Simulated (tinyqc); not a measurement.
Worked calculation: Hubbard chain of 5 sites. Computed by tinyqc, a small Python program that keeps every step. Settings: hopping = 1.94, U = 1.6, mixing = 1, iteration cap = 85. Command: `OMP_NUM_THREADS=1 python tinyqc.py 26293 26294 out.jsonl` (the two numbers bound the seeds that draw the settings). One thread of a shared host (Intel(R) Xeon(R) Processor @ 2.60GHz), about 0.2 s of CPU time with the checks. Later iterations appear only in the table of the cycle.

## Mean-field iteration 1

one-body matrix (hopping and site energies) (eV), lower triangle:
```
           1          2          3          4         5
1   0.000000
2  -1.940000   0.000000
3   0.000000  -1.940000   0.000000
4   0.000000   0.000000  -1.940000   0.000000
5   0.000000   0.000000   0.000000  -1.940000  0.000000
```

U = 1.600000 eV

electrons, up and down: 4  1

mixing = 1

n(up) at the start (a guess, not normalised): 1 1.000000, 2 0.350000, 3 1.000000, 4 0.350000, 5 1.000000

n(down) at the start (a guess): 1 0.000000, 2 0.650000, 3 0.000000, 4 0.650000, 5 0.000000

H(up) = T + U n(down), H(down) = T + U n(up); fill the lowest levels; n(new) = n + mixing (n(out) - n); E = tr T (rho up + rho down) + U sum n_up n_down of the output.

levels, up (eV): -2.880176  -1.488482  0.000000  2.528482  3.920176

levels, down (eV): -2.320176  -0.928482  1.600000  3.088482  4.480176

energy = -5.450658 eV

n(up) after iteration 1: 1 0.929411, 2 0.711767, 3 0.717644, 4 0.711767, 5 0.929411

n(down) after iteration 1: 1 0.070589, 2 0.288233, 3 0.282356, 4 0.288233, 5 0.070589

## Mean-field iteration 2

As before.

levels, up (eV): -2.964808  -1.660740  0.226416  2.234856  3.764277

levels, down (eV): -2.164277  -0.634856  1.373584  3.260740  4.564808

energy = -5.529951 eV

n(up) after iteration 2: 1 0.928290, 2 0.745972, 3 0.651477, 4 0.745972, 5 0.928290

n(down) after iteration 2: 1 0.071710, 2 0.254028, 3 0.348523, 4 0.254028, 5 0.071710

## Mean-field iteration 3

As before.

levels, up (eV): -2.958725  -1.684884  0.262925  2.206066  3.774618

levels, down (eV): -2.174618  -0.606066  1.337075  3.284884  4.558725

energy = -5.532324 eV

n(up) after iteration 3: 1 0.930047, 2 0.751035, 3 0.637836, 4 0.751035, 5 0.930047

n(down) after iteration 3: 1 0.069953, 2 0.248965, 3 0.362164, 4 0.248965, 5 0.069953

## Convergence

Each step fills the lowest levels of T + U n(other spin) and sets n(new) = n + mixing (n(out) - n); stop when output and input agree to 1e-8.

Course of the cycle:
```
iteration       E (eV)  largest |n(out) - n(in)|  mean |n_up - n_down|
1          -5.45065779                  3.62e-01              0.600000
2          -5.52995096                  6.62e-02              0.600000
3          -5.53232355                  1.36e-02              0.600000
4          -5.53241865                  2.82e-03              0.600000
5          -5.53242264                  5.80e-04              0.600000
6          -5.53242281                  1.19e-04              0.600000
7          -5.53242282                  2.46e-05              0.600000
8          -5.53242282                  5.05e-06              0.600000
9          -5.53242282                  1.04e-06              0.600000
10         -5.53242282                  2.14e-07              0.600000
11         -5.53242282                  4.40e-08              0.600000
12         -5.53242282                  9.04e-09              0.600000
```

local moments n_up - n_down: 1 0.861368, 2 0.504343, 3 0.268579, 4 0.504343, 5 0.861368

Converged in 12 iterations. Before convergence this energy mixes input and output and is not variational, so it may rise towards its limit.

## Exact diagonalisation (25 states)

Lowest levels of the sector, and the double occupancy of the lowest state.

lowest levels (eV): -5.600541  -4.324484  -3.700179  -2.837491  -2.249403  -1.760179

double occupancy per site = 0.129231

The mean-field solution above lies 0.0681 eV above the exact energy.

## The lowest level by Lanczos steps

From a random start vector (not printed): a_j = <q_j|H|q_j>, b_j = norm of the remainder after orthogonalising; the Ritz value is the lowest eigenvalue of the tridiagonal matrix of a and b so far.

Lanczos:
```
j    a_j (eV)  b_j (eV)  lowest Ritz value (eV)
1    0.381160  4.543044              0.38116046
2    2.429266  3.512015             -3.25181709
3    0.182475  3.982115             -4.47259477
4    1.779468  3.087574             -5.21020722
5    0.363480  2.657790             -5.46729174
6    0.772816  3.807992             -5.54188292
7    2.117602  2.833550             -5.58497114
8    1.683480  2.247079             -5.59707002
9   -0.464196  2.336255             -5.59957629
10  -0.224067  2.096742             -5.60036019
```
